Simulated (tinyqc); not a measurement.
Domain walls in a thin film with perpendicular anisotropy: Bloch, Neel and chiral walls, motion and stripe domains: one step, computed by the program tinyqc. Command: `OMP_NUM_THREADS=1 python tinyqc.py 3002964 3002965 out.jsonl mwall walk`. One thread of a shared host (Intel(R) Xeon(R) Processor @ 2.30GHz), about 0.01 s of CPU time with the checks.

One-dimensional wall: polar angle theta(x), azimuth phi of the moment in the wall (phi = 0 Neel, 90 degrees Bloch). mu_0 = 1.25663706212e-6 T m/A, gamma = 1.76085963023e11 rad/(s T).

Question. Bloch or Neel. sigma(phi) = sigma_0 + 2 Delta K_D cos^2(phi) - pi D cos(phi), with the wall shape anisotropy K_D = N_x mu_0 M_s^2/2, N_x = t ln 2/(pi Delta). The minimum has cos(phi) = D/D_N for D < D_N = 4 Delta K_D/pi and phi = 0 beyond; sigma turns negative at D_c = (sigma_0 + 2 Delta K_D)/pi.

Inputs (values chosen for the exercise, for a model film): saturation magnetisation M_s = 822 kA/m; DMI constant D = 1.9 mJ/m^2; thickness t = 2.6 nm.

width parameter Delta = 5.538153 nm

sigma_0 = 10.11167 mJ/m^2

Give: K_D; D_N; azimuth phi; wall energy sigma; D_c.

Answer.

K_D = 43.975 kJ/m^3

D_N = 0.31009 mJ/m^2

azimuth phi = 0 degrees

wall energy sigma = 4.6297 mJ/m^2

D_c = 3.3737 mJ/m^2

A pure chiral Neel wall. D is 0.56 of D_c.
